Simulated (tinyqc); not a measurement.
Mobility, diffusion coefficient and lifetime from two collectors.

Question. For an injected sheet in a field F the peak time tp at distance L obeys u^2 tp^2 + 2 D tp = L^2 with u^2 = v^2 + 4 D/tau, and the pulse area goes as exp(L (v - u)/(2 D)); v = mu F. Find u, D, mu and tau without using the Einstein relation.

Values chosen for this exercise:
```
symbol  value  unit                      meaning
F          60  V/cm  sweep field along the drift
```

distances (um): 100  200
peak times (us): 0.336712077  0.685124598
ratio of the areas, far over near = 0.558191479

Solution. The two peak times give two linear equations for u^2 and D; the area ratio gives v - u, and u^2 - v^2 = 4 D/tau gives tau.

u = 2.869e4 cm/s
D = 9.888 cm^2/s
mu = 459.0 cm^2/(V s)
tau = 6.100e-7 s

Numbers from tinyqc (`OMP_NUM_THREADS=1 python tinyqc.py 2310035 2310036 out.jsonl`; about 0.01 s on one thread of a shared Intel Xeon 2.30GHz).
